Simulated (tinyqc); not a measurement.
Switching kinetics of a ferroelectric film and the memory window of a ferroelectric gate stack: one step, computed by the program tinyqc. Command: `OMP_NUM_THREADS=1 python tinyqc.py 3012958 3012959 out.jsonl feswitch walk`. One thread of a shared host (Intel(R) Xeon(R) Processor @ 2.30GHz), about 0.01 s of CPU time with the checks.

Fields in MV/cm; 1 microcoulomb/cm^2 over eps_0 is 11.29409 MV/cm. In the stack (metal, ferroelectric, interlayer, channel) the channel is taken as a conductor.

Task: Memory window. Saturated branches: P(E) = P_s tanh[(E -/+ E_c)/(2 delta)], delta = E_c/ln[(1 + P_r/P_s)/(1 - P_r/P_s)]; D = P + eps_0 eps_F E. At threshold the channel charge is negligible, so D = 0 on each branch: (1 - s) P(E) + eps_0 eps_F E = 0, with the screened share s. The rising branch has the root E0 between 0 and E_c; window = 2 E0 t_F; its upper bound is 2 E_c t_F.

Inputs (values chosen for the exercise, for a model film):
```
quantity                                 value               unit
saturation polarisation P_s                 37  microcoulomb/cm^2
ratio P_r/P_s                             0.75                  -
coercive field E_c                         1.5              MV/cm
permittivity of the ferroelectric eps_F     26                  -
thickness t_F                               16                 nm
share s of P screened by trapped charge   0.86                  -
```

delta = 0.7708475 MV/cm

Give: field E0; memory window; bound 2 E_c t_F; fixed-charge estimate 2 (1 - s) P_r t_F/(eps_0 eps_F).

Result:

field E0 = 0.8707 MV/cm

memory window = 2.786 V

bound 2 E_c t_F = 4.8 V

fixed-charge estimate 2 (1 - s) P_r t_F/(eps_0 eps_F) = 5.400 V

Charge and coercive field both limit the window.
